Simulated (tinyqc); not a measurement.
# Charge centroid from charge and shift

Problem. A sheet of N electrons in the storage layer of a charge-trap cell shifts the threshold by U = (q/eps0) N (tb/eb + xc tn/en). Find xc and the distance xc tn from the blocking layer.

Values chosen for this exercise: storage layer tn = 6.5 nm; its relative permittivity en = 7.2; blocking layer tb = 14 nm; its relative permittivity eb = 9.

Constants: q = 1.602176634e-19 C, eps0 = 8.8541878128e-14 F/cm where lengths are in cm. Results are converted to the units shown.

N = 2.7e12 cm^-2
U = 1.0599221 V

Solution. U eps0/(q N) is the electrical distance from the gate; subtract that of the blocking layer.

xc = 0.6800
distance = 4.420 nm

Program tinyqc, `OMP_NUM_THREADS=1 python tinyqc.py 2130076 2130077 out.jsonl`; Intel Xeon 2.30GHz, shared host, one thread, about 0.09 s.
